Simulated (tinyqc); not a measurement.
# Deal-Grove kinetics of thermal oxidation of silicon, step by step

A worked calculation. Computed by tinyqc, a small Python program that keeps every step. Command: `OMP_NUM_THREADS=1 python tinyqc.py 3010445 3010446 out.jsonl oxide walk`. One thread of a shared host (Intel(R) Xeon(R) Processor @ 2.30GHz), about 0.02 s of CPU time with the checks. Intermediate numbers are printed to about 7 digits and carried at full precision; extremes and crossings named in words are read from the listed rows.

Oxidant diffuses through the oxide and reacts at the interface, so that dx/dt = B/(A + 2x) for the oxide thickness x.

Inputs (values chosen for the exercise, close to those used for silicon): prefactor B0 = 361 um^2/h; activation energy E_B = 0.789 eV; prefactor (B/A)0 = 1.01e+08 um/h; activation energy E_A = 2.07 eV; temperature T = 925 C; oxidant pressure p = 1 atm; pressure exponent m of B/A = 1; initial oxide x_i = 0.002 um; time t = 9.7 h; field oxide beside the window x_f = 0.2 um.

Ambient: steam. Surface: (100). Extension: masking step.

Constants: k_B = 8.617333262e-05 eV/K.

## Rate constants

B = B0 p exp(-E_B/(k_B T)), B/A = (B/A)0 p^m exp(-E_A/(k_B T)), p in atm; A = B/(B/A). Temperatures in kelvin are T(C) + 273.15.

parabolic constant B = 0.1732753 um^2/h

linear constant B/A = 0.1982808 um/h

length A = 0.8738884 um

Reaction at the interface limits growth while x is well below A/2 = 0.437 um, diffusion once x is well above it.

## Thickness after the oxidation

tau = (x_i^2 + A x_i)/B and x = (A/2) [sqrt(1 + 4 B (t + tau)/A^2) - 1], the root of x^2 + A x = B (t + tau). Silicon consumed is 0.44 times the oxide grown; the rate is B/(A + 2x).

tau = 0.01010979 h

oxide thickness x = 0.9317933 um

silicon consumed = 0.4091090 um

final growth rate = 0.06329749 um/h

2x/A = 2.13: reaction and diffusion both resist, diffusion with a share 2x/(A + 2x) = 0.68.

## Full law against its linear and parabolic limits

Linear limit x = (B/A)(t + tau); parabolic limit x = sqrt(B (t + tau)).

Thickness (um):
```
t (h)      full  linear limit  parabolic limit      2x/A
0.05   0.011760  1.191862e-02         0.102057  0.026915
0.1    0.021313  2.183266e-02         0.138128  0.048777
0.25   0.048845  5.157478e-02         0.212298  0.111787
0.5    0.091553  1.011450e-01         0.297304  0.209531
1      0.167992  2.002854e-01         0.418362  0.384469
2      0.297374  3.985662e-01         0.590171  0.680576
4      0.504211  7.951278e-01         0.833578  1.153948
8      0.819588  1.588251e+00         1.178115  1.875728
16     1.284996  3.174497e+00         1.665580  2.940869
32     1.958360  6.346990e+00         2.355114  4.481945
```

Both limits lie above the full result, since each drops one resistance. The linear law overshoots by 1.3 % in the first row and 220 % in the last, the parabolic law by 770 % and 20 %. The better limit switches between 4 and 8 h; both give the same value where B (t + tau) = A^2, at 2x/A = sqrt5 - 1 = 1.24.

## A window beside field oxide

The same oxidation acts on the field oxide, with x_f in place of x_i. Each region consumes 0.44 times the oxide it grows; the step in the silicon surface is the difference, and the step in the oxide surface is (x_f(new) - 0.44 growth) against the same for the window, counted from the silicon surface before this oxidation.

field oxide afterwards = 1.007517 um

step in the silicon = 0.05380156 um

step in the oxide surface = 0.1295253 um

The field oxide grows by 0.808 um and the window by 0.930 um: the thicker film slows the oxidant.

Checks made by the program: closed form against Runge-Kutta integration of dx/dt (relative difference below 1e-10).
